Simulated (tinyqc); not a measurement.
Koster-Slater impurity in a tight-binding band, by Green functions and by supercells: one step, computed by the program tinyqc.

One orbital per site, e(k) = -2 t sum cos(k_i) over 1 direction(s), band from -2 t to 2 t, lattice constant 1. One site has the extra energy U. Spin is left out.

Question. The bound state. Outside the band G0(E) = sign(E)/sqrt(E^2 - 4 t^2). A bound state solves 1/U = G0(E). Bisection in ln(distance from the edge) between 1e-5 t and |U| + t. Weight on the impurity site: -1/(U^2 dG0/dE), by a central difference with step min(1e-4 t, distance/30). Decay length along an axis: 1/arccosh(1 + distance/(2 t)).

Inputs (values chosen for the exercise, for a model band): hopping t = 0.81 eV; impurity potential U = -0.448 eV.

Lattice: chain.

Give: level E_b; distance from the band edge; weight on the impurity site; decay length.

Answer.

level E_b = -1.6808 eV

distance from the band edge = 0.060805 eV

weight on the impurity site = 0.26654

decay length = 3.6612 sites

The state is shallow: most of it spreads over the host.
